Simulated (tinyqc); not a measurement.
Exponent and activation energy from three stresses.

Problem. Oxide breakdown follows t63 = a V^(-n) exp(Ea q/(kB T)). Find n, Ea and the E-model slope gamma = n/E (cm/MV) at the higher voltage, E = V/tox.

Values chosen for this exercise: oxide thickness tox = 1 nm.

Constants: q = 1.602176634e-19 C, kB = 1.380649e-23 J/K. Results are converted to the units shown.

t63 at (1.4 V, 398 K), (1.89 V, 398 K) and (1.89 V, 423 K) (s): [5.3019467e5, 82.925733, 18.839696]

Solution. The two voltages give n and the two temperatures Ea.

n = 29.20
Ea = 0.8600 eV
gamma = 1.545 cm/MV

Numbers from tinyqc (`OMP_NUM_THREADS=1 python tinyqc.py 2070159 2070160 out.jsonl`; about 0.01 s on one thread of a shared Intel Xeon 2.30GHz).
